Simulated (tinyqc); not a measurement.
Optical gain and spontaneous emission in a bulk direct-gap semiconductor, step by step. Values are carried at full precision from step to step, so a last printed digit may differ when a step is redone from the rounded ones.

F_j(eta) = (1/Gamma(j + 1)) integral_0^infinity x^j dx/(1 + exp(x - eta)), which tends to exp(eta) for eta << 0.

Quasi-Fermi levels: n = Nc F_1/2(Fc/kT) and p = Nv F_1/2(Fv/kT), Fc counted up from the conduction edge and Fv down from the valence edge; Nc, Nv from N = 2 (m kB T/(4 pi c))^(3/2) with c = hbar^2/2m0, in 1/angstrom^3; times 1e24 for 1/cm^3, with me and (mhh^(3/2) + mlh^(3/2))^(2/3).

Constants: hbar^2/2m0 = 3.80998211 eV angstrom^2; kB = 8.617333262e-05 eV/K; fine-structure constant alpha = 0.007297352564; hbar = 6.58211957e-16 eV s; hbar c = 1973.269805 eV angstrom.

Inputs chosen for the exercise (near those of GaAs; the results hold for these values, not for the real material):
```
symbol  value    unit    meaning
me      0.0674   m0      electron mass
mhh     0.507    m0      heavy-hole mass
mlh     0.0803   m0      light-hole mass
n       1.3e+18  1/cm^3  injected density, n = p
T       350      K
Eg      1.446    eV      direct gap
Ep      25.2     eV      Kane energy
nr      3.66             refractive index
E       1.477    eV      photon energy
```

## Quasi-Fermi levels

Solve for Fc and Fv.

kT = 0.030161 eV
Nc = 5.533e+17 1/cm^3
Nv = 1.214e+19 1/cm^3
Fc = 0.0500 eV
Fv = -0.0662 eV
Fc + Fv = -0.0162 eV

The separation of the quasi-Fermi levels is below the gap, so there is no gain at any energy. The quasi-Fermi level of the electrons lies inside the band, that of the holes in the gap.

## Absorption of the empty crystal

Parabolic bands, vertical transitions, no excitons. For each hole band j: mr = me mj/(me + mj); joint density of states J_j(E) = (mr/c)^(3/2) sqrt(E - Eg)/(2 pi^2), both spins, c = hbar^2/2m0; averaged matrix element |e.p|^2 = m0 Ep/6; alpha_j(E) = 4 pi^2 alpha_f c Ep J_j/(3 nr E) in 1/angstrom (alpha_f the fine-structure constant, listed as alpha among the constants), times 1e8 for 1/cm.

Evaluate at E for heavy and light holes.

mr, J and alpha of each hole band:
```
hole   mr (m0)  J (1/(eV angstrom^3))  alpha (1/cm)
heavy  0.05949              1.740e-05        2968.3
light  0.03664              8.413e-06        1434.9
```

The heavy-hole band gives 67 % of the total, 4403 1/cm.

## Occupations and gain at E

For band j the electron sits at Ee = (E - Eg) mr/me above its edge and the hole at Eh = (E - Eg) mr/mj; fe = 1/(1 + exp((Ee - Fc)/kT)), fh = 1/(1 + exp((Eh - Fv)/kT)); gain g = sum_j alpha_j (fe + fh - 1).

Use mr and alpha from the table.

Energies, occupations and gain of each hole band:
```
hole   Ee (eV)  Eh (eV)     fe     fh  g (1/cm)
heavy   0.0274   0.0036  0.680  0.090      -685
light   0.0169   0.0141  0.750  0.065      -265
```

total gain = -949 1/cm

E - Eg = 0.0310 eV is above Fc + Fv = -0.0162 eV, so both bands give loss (Bernard-Duraffourg).

## Spontaneous emission

Spontaneous rate: R = integral of (nr E/(hbar c))^2/(pi^2 hbar) sum_j alpha_j fe fh dE, with alpha in 1/cm and (nr E/(hbar c))^2 in 1/cm^2 (1e16 per 1/angstrom^2); B = R/(n p); lifetime n/R.

Integrate over photon energy.

R = 2.83e+26 1/(cm^3 s)
B = 1.68e-10 cm^3/s
radiative lifetime = 4.59 ns

## Checks

- B at n = 1e13 1/cm^3 against the van Roosbroeck-Shockley value from alpha and ni^2 (cm^3/s): both 2.02e-10.

tinyqc: `OMP_NUM_THREADS=1 python tinyqc.py 1682581 1682582 out.jsonl`; about 0.1 s, one thread, shared Intel(R) Xeon(R) Processor @ 2.30GHz.
